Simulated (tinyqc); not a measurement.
Inside a calculation. Method: lattice vibrations of a chain. One step of it, computed by the program tinyqc.

Problem. Frequencies. omega^2 are the eigenvalues; wavenumber = 521.4708 sqrt(eigenvalue) 1/cm.

D(q) (eV/(angstrom^2 u)):
```
                     1                    2
1             0.482297  -1.066454+0.569721i
2  -1.066454-0.569721i             3.574468
```

Give: eigenvalues; wavenumbers; weights |e|^2 of the mass-weighted modes.

Solution.

eigenvalues: 0.0657  3.9911

wavenumbers (1/cm): 133.6  1041.8

weights |e|^2 of the mass-weighted modes:
```
        mode 1  mode 2
atom 1  0.8939  0.1061
atom 2  0.1061  0.8939
```
